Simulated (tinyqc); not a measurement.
Rise against time: self-heating of a transistor with one or more fingers, with temperature-dependent conductivity. Computed by tinyqc, a small Python program. Command: `OMP_NUM_THREADS=1 python tinyqc.py 3003161 3003162 out.jsonl selfheat walk`. One thread of a shared host (Intel(R) Xeon(R) Processor @ 2.30GHz), about 0.05 s of CPU time with the checks.

N long parallel fingers lie on the top face of a slab whose bottom is held at T_0; the top is otherwise insulated, and heat flows in two dimensions. P in W/mm is 1000 P in W/m.

Inputs (values chosen for the exercise, modelled on germanium):

| quantity | value | unit |
|---|---|---|
| conductivity at the base temperature kappa_0 | 49.9 | W/(m K) |
| power per gate width P | 0.33 | W/mm |
| fingers N | 4 | - |
| finger pitch s | 28 | micrometre |
| width of the heat source w | 0.14 | micrometre |
| substrate thickness t | 84 | micrometre |
| phonon free path Lambda | 110 | nm |
| heat capacity C | 1.7 | 1e6 J/(m^3 K) |
| pulse length | 2 | microsecond |

Power: fixed power.

Method:
- A line source of power P on the top face raises the top at distance x by (P/(pi kappa_0)) g(x), g(x) = -ln tanh(pi x/(4 t)) (the image sum for the slab). On a strip of width w the centre sees the mean of g over the strip, g_0 = 1 + ln(8 t/(pi w)) for w much below t.
- theta_i = (P/(pi kappa_0)) [g_0 + sum over j != i of g(|i - j| s)], with equal powers and constant conductivity; thermal resistance = largest theta/P.
- After switching on, theta(tau) = (P D/kappa_0) int_0^tau X(u) Z(u) du at the hottest finger, D = kappa_0/C; X = sum over fingers at distance x of [erf((x + w/2)/r) - erf((x - w/2)/r)]/(2 w), Z = sum_(j=-200..200) (-1)^j exp(-(2 j t/r)^2)/sqrt(pi D u), r = 2 sqrt(D u); trapezoid rule on 300 points evenly spaced in ln u from u_0 = 1e-3 min(tau, w^2/D) to tau, plus the exact piece 2 sqrt(u_0/(pi D))/w below u_0. Conductivity and power are held at their base values here, and Fourier's law is used even where the diffusion length is near a phonon free path.

diffusivity D = 29.3529 micrometre^2/microsecond

theta of each finger (K): 22.8382  24.8185  24.8185  22.8382

largest theta = 24.8185 K

Heating curve:

| time (microsecond) | sqrt(D time) (micrometre) | rise (K) | share of the steady rise |
|---|---|---|---|
| 2.40e-04 | 0.083933 | 3.3982 | 0.1369 |
| 0.0024 | 0.26542 | 5.7684 | 0.2324 |
| 0.024 | 0.83933 | 8.1864 | 0.3299 |
| 0.24 | 2.6542 | 10.609 | 0.4275 |
| 2.4 | 8.3933 | 13.069 | 0.5266 |
| 12 | 18.768 | 15.81 | 0.637 |
| 48 | 37.536 | 19.921 | 0.8027 |
| 140 | 64.105 | 23.373 | 0.9418 |
| 360 | 102.80 | 24.71 | 0.9956 |

Half the steady rise is reached between 0.24 and 2.4 microseconds, and the last row holds 99.6 % of it; the slowest time constant is 4 t^2/(pi^2 D) = 97.4 microseconds. While the diffusion length lies between w and the pitch or thickness, the rise grows as the logarithm of time; once it nears the pitch of 28 micrometre the neighbours add their heat. Caution: the source is narrower than two phonon free paths, so the Fourier result understates the rise at the source.

Extremes, crossings and ranges named in words are read from the listed rows.
